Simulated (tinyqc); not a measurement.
## Frequency dispersion of an accumulation capacitance by border traps, distributed model: effect of the insulator thickness

Traps spread evenly through the insulator exchange electrons with the semiconductor by tunnelling, with tau(x) = t0 exp(2 ka x) at depth x from the interface. The admittance per area Y seen at depth x obeys dY/dx = -Y^2/(i w eps0 eox) + q Nb ln(1 + i w tau)/tau, with Y(0) = i w Cs and w = 2 pi f; the gate sees Y(tox) = G + i w C. Working variable y = Y/(i w), in uF/cm^2. Cox = eps0 eox/tox.

Cox; trap-free value 1/(1/Cox + 1/Cs); response depth d = ln(1/(w t0))/(2 ka), where w tau = 1; lumped estimate: all traps within d act as C_bt = q Nb d placed at d/2, so C = 1/{1/[1/(1/Cs + d/(2 eps0 eox)) + C_bt] + (tox - d/2)/(eps0 eox)}. C and G from a fine integration; dispersion -d C/d log10 f over C, from f times and over 1.1. For a broad spread of time constants G/w is close to -(pi/2) dC/d ln w.

Inputs (values chosen for the exercise); permittivity close to that of aluminium oxide: relative permittivity of the insulator eox = 8.74; semiconductor capacitance in accumulation Cs = 1.5 uF/cm^2; density of border traps Nb = 4e19 cm^-3 eV^-1; decay constant of the wave function in the insulator ka = 3.3 1/nm; time constant of a trap at the interface t0 = 4e-11 s; frequency f = 1e6 Hz.

Constants: q = 1.602176634e-19 C, eps0 = 8.8541878128e-14 F/cm where lengths are in cm. Results are converted to the units shown.

The same in every row: d (nm) = 1.256.

Effect of the insulator thickness:

| tox (nm) | C (uF/cm^2) | G/w (uF/cm^2) | dispersion (% a decade) | -(pi/2) dC/d ln w (uF/cm^2) | lumped C (uF/cm^2) | trap-free C (uF/cm^2) |
|---|---|---|---|---|---|---|
| 2 | 1.641 | 0.1131 | 10.28 | 0.1151 | 1.552 | 1.081 |
| 2.8 | 1.405 | 0.08594 | 8.928 | 0.08558 | 1.338 | 0.9723 |
| 3.9 | 1.172 | 0.05973 | 7.448 | 0.05954 | 1.124 | 0.8542 |
| 5.4 | 0.9552 | 0.03966 | 6.072 | 0.03957 | 0.9229 | 0.7329 |
| 7.5 | 0.7588 | 0.02501 | 4.822 | 0.02496 | 0.7381 | 0.6113 |
| 10 | 0.6095 | 0.01613 | 3.873 | 0.01610 | 0.5960 | 0.5105 |
| 14 | 0.4636 | 0.009328 | 2.944 | 0.009311 | 0.4556 | 0.4039 |
| 20 | 0.3410 | 0.005047 | 2.165 | 0.005038 | 0.3367 | 0.3076 |

As tox goes from 2 to 20, C falls from 1.64 to 0.341 uF/cm^2, the dispersion falls from 10.3 to 2.17 % a decade and G/w falls from 0.113 to 0.00505 uF/cm^2. The lumped estimate is 5.4 % below C in the first row and 1.3 % below it in the last.

Computed by the program tinyqc: `OMP_NUM_THREADS=1 python tinyqc.py 2202021 2202022 out.jsonl`, one thread of a shared Intel Xeon 2.30GHz, about 0.5 s for the whole run.
